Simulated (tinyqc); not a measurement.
# Changing the temperature T

Model: scattering of inversion-layer electrons by surface optical phonons of the gate insulator (remote phonon scattering). Computed by tinyqc, a small Python program. Command: `OMP_NUM_THREADS=1 python tinyqc.py 3111155 3111156 out.jsonl sophonon sweep`. One thread of a shared host (Intel(R) Xeon(R) Processor @ 2.30GHz), about 0.02 s of CPU time with the checks.

One subband with the Fang-Howard envelope; insulator and channel are half-spaces, the gate is far away, and an interlayer only moves the polar surface away by t (its own modes and its permittivity contrast are left out).

Inputs (values chosen for the exercise, modelled on Al2O3 on silicon):
```
quantity                                 value        unit
static constant of the insulator eps_0s   12.5           -
intermediate constant eps_i               7.36           -
optical constant eps_inf                  3.15           -
hbar omega_TO1                            47.9         meV
hbar omega_TO2                            69.7         meV
constant of the channel eps_s             11.7           -
in-plane mass m                          0.197         m_0
valleys g_v                                  2           -
sheet density n                          7e+12      1/cm^2
mean distance of the electrons z0 = 3/b    1.9          nm
interlayer thickness t                       0          nm
mobility from other processes              340  cm^2/(V s)
```

Screening by the channel electrons: none.

Constants: k_B = 8.617333262e-05 eV/K; hbar^2/(2 m_0) = 3.80998212 eV angstrom^2; e^2/(4 pi eps_0) = 14.39964548 eV angstrom; hbar = 6.582119569e-16 eV s; e = 1.602176634e-19 C; m_0 = 9.1093837015e-31 kg.

Method:
- eps(w) = eps_inf + (eps_0s - eps_i) w1^2/(w1^2 - w^2) + (eps_i - eps_inf) w2^2/(w2^2 - w^2). Surface modes solve eps(w) + eps_s = 0, a quadratic in w^2; the strength of a mode is g = 2/(w d eps/dw).
- Occupation N = 1/(exp(hbar w/(k_B T)) - 1).
- Density of states D = g_v m/(pi hbar^2); eta = E_F/(k_B T) = ln(exp(n/(D k_B T)) - 1); screening wave number q_s = e^2 D/(2 eps_0 eps_avg) x 1/(1 + exp(-eta)), eps_avg = (eps_s + eps_inf)/2; b = 3/z0.
- For a mode of strength g, without the occupation factor, Area x |M(q)|^2 = e^2 hbar w g/(2 eps_0 q) x (b/(b + q))^6 exp(-2 q t).
- Approximate momentum relaxation rate, taking tau v alike in the initial and final states: 1/tau = (m/(2 pi hbar^3)) sum over modes and over absorption (N, E' = E + hbar w) and emission (N + 1, E' = E - hbar w > 0) of [(1 - f(E'))/(1 - f(E))] int_0^(2 pi) Area |M(q)|^2 (1 - cos theta) d theta, q^2 = k^2 + k'^2 - 2 k k' cos theta, f the Fermi function; 48 midpoints in theta from 0 to pi.
- mu = (e/m) int tau E f (1 - f) dE/(k_B T int f dE), by 300 midpoints from 0 to (max(eta, 0) + 14) k_B T; Matthiessen sum with the other processes.

One run for each value:
```
temperature T (K)  remote-phonon mobility (cm^2/(V s))  total mobility (cm^2/(V s))     eta
120                                         3.5543e+05                       339.68  4.0964
165                                         6.7850e+04                       338.30  2.9397
210                                         2.5169e+04                       335.47  2.2500
255                                         1.3306e+04                       331.53  1.7796
300                                         8.5384e+03                       326.98  1.4308
345                                         6.1412e+03                       322.16  1.1572
390                                         4.8110e+03                       317.56  0.9341
435                                         4.2299e+03                       314.70  0.7467
480                                         3.7060e+03                       311.43  0.5856
```

Over the rows, remote-phonon mobility (cm^2/(V s)) falls from 355000 to 3710 (exponent d ln y / d ln x -5.2 between the first rows and -1.3 between the last); total mobility (cm^2/(V s)) falls from 340 to 311 (exponent d ln y / d ln x -0.013 between the first rows and -0.11 between the last); eta falls from 4.10 to 0.586 (exponent d ln y / d ln x -1.0 between the first rows and -2.5 between the last).

Caution (all rows): a relaxation time is only an approximation for inelastic scattering, and static or no screening brackets the true dynamic screening only roughly.
